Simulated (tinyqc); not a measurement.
# Length offset and series resistance from crossing lines

Problem. R_total = Rs + k (L - dL)/Vo with constant Rs, dL and k. Find k, dL and Rs.

R_total at (L, Vo) = (50, 0.33), (150, 0.33), (50, 0.95) and (150, 0.95), L in nm and Vo in V (ohm um): 592.30303  1168.0606  466.8  666.8

Answer. At each overdrive R is a straight line in L with slope k/Vo; the two lines cross at L = dL, R = Rs.

k = 1.900 ohm um V/nm
dL = 16.60 nm
Rs = 400.0 ohm um

Computed by the program tinyqc: `OMP_NUM_THREADS=1 python tinyqc.py 2282139 2282140 out.jsonl`, one thread of a shared Intel Xeon 2.30GHz, about 0.03 s for the whole run.
